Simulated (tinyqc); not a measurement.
Read current of a NAND string, cells in series solved by shooting: one step of the calculation.

Cells in series, numbered from 0 at the source line (0 V) to the bit line, each followed by a gap resistance Rg. A cell with gate Vg, threshold VT, source Vs and drain Vd passes I = 2 nf K Vt^2 [F(Vs) - F(Vd)]/(1 + th max(Vg - VT, 0)), F(V) = ln^2(1 + exp((Vg - VT - nf V)/(2 nf Vt))). The selected cell has Vg = Vr, the others Vg = Vp.

Task. Node voltages for a trial current. For a trial current I start at 0 V and, cell by cell (the selected one is cell 0), solve for the drain: sqrt(F(Vd)) = sqrt(F(Vs) - I/k), k = 2 nf K Vt^2/(1 + th max(Vg - VT, 0)), Vd = [Vg - VT - 2 nf Vt ln(exp(sqrt F) - 1)]/nf, then add I Rg.

Values chosen for this exercise; values of the order met in vertical NAND strings: temperature T = 300 K; gain factor of a cell K = 7.4 uA/V^2; slope factor nf = 1.9; mobility reduction factor th = 0.14 1/V; resistance of the gap between cells Rg = 11 kohm; bit-line voltage Vbl = 0.5 V; pass voltage Vp = 7.9 V; read voltage on the selected word line Vr = 2.35 V.

Constants: q = 1.602176634e-19 C, kB = 1.380649e-23 J/K, Vt = kB T/q. Results are converted to the units shown.

second trial current = 0.85 uA
thresholds from the source end, cell 0 to 4 (V): [1.6, -1.6, -1.6, 4.5, -1.6]

Give: node voltage after each cell and gap, trial 2.

Result.

node voltage after each cell and gap, trial 2, cell 0 to 4 (V): [0.2580, 0.2971, 0.3365, 0.4086, 0.4488]

Program tinyqc, `OMP_NUM_THREADS=1 python tinyqc.py 2142238 2142239 out.jsonl`; Intel Xeon 2.30GHz, shared host, one thread, about 0.5 s.
